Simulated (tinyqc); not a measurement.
Planar ballistic transistor, top-of-the-barrier model: one step of the calculation.

At the top of the source barrier, states moving towards the drain are filled by the source (Fermi level 0) and states moving back by the drain (Fermi level -q Vd); nothing scatters. U is the shift of the band edge there, set by the capacitances CG, CD and CS (the total) and by the charge. Parabolic two-dimensional band; the source is grounded.

Task. Self-consistent potential at the barrier top. eta1 = -(E0 + U)/Vt, eta2 = eta1 - Vd/Vt, n = (N0/2)[F_0(eta1) + F_0(eta2)], F_0(x) = ln(1 + exp x). U(out) = UL + q (n - n0)/CS. Newton step: U(new) = U + (U(out) - U)/(1 + CQ/CS), CQ = (q/Vt) dn/d(eta1) with both F' summed; F_0'(x) = 1/(1 + exp(-x)).

Values chosen for this exercise; mass and valleys close to those of germanium:
```
symbol,value,unit,meaning
T,400,K,temperature
E0,0.29,eV,band edge at the barrier top above the source Fermi level at zero bias
Vd,0.05,V,drain voltage
```

Constants: q = 1.602176634e-19 C, kB = 1.380649e-23 J/K, Vt = kB T/q. Results are converted to the units shown.

U at the start (U = UL) = -0.6734 eV
N0 = 6.5659099e12 cm^-2
CS = 6.0232570 uF/cm^2
n0 = 1.4568256e9 cm^-2
UL = -0.6734 eV

Give: eta1; eta2; n; U(out); CQ; U after iteration 1.

Result.

eta1 = 11.12
eta2 = 9.672
n = 6.827e13 cm^-2
U(out) = 1.143 eV
CQ = 30.52 uF/cm^2
U after iteration 1 = -0.3741 eV

Program tinyqc, `OMP_NUM_THREADS=1 python tinyqc.py 2400049 2400050 out.jsonl`; Intel Xeon 2.30GHz, shared host, one thread, about 0.01 s.
